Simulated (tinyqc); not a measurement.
## Polarisation charge from two barrier thicknesses

Inverse problem. Voff = phiB - dEc - q sigma d/(eps0 eb). Find sigma, phiB - dEc and the thickness at which Voff = 0.

Constants: q = 1.602176634e-19 C, eps0 = 8.8541878128e-14 F/cm where lengths are in cm. Results are converted to the units shown.

Voff at d = 17 and 38 nm (V): [-5.6407968, -13.491334]
eb = 9.3066000

Answer. Voff is a straight line in d: its slope is -q sigma/(eps0 eb) and its intercept phiB - dEc.

sigma = 1.92e13 cm^-2
phiB - dEc = 0.714 V
thickness for Voff = 0 = 1.91 nm

Program tinyqc, `OMP_NUM_THREADS=1 python tinyqc.py 2180032 2180033 out.jsonl`; Intel Xeon 2.30GHz, shared host, one thread, about 0.01 s.
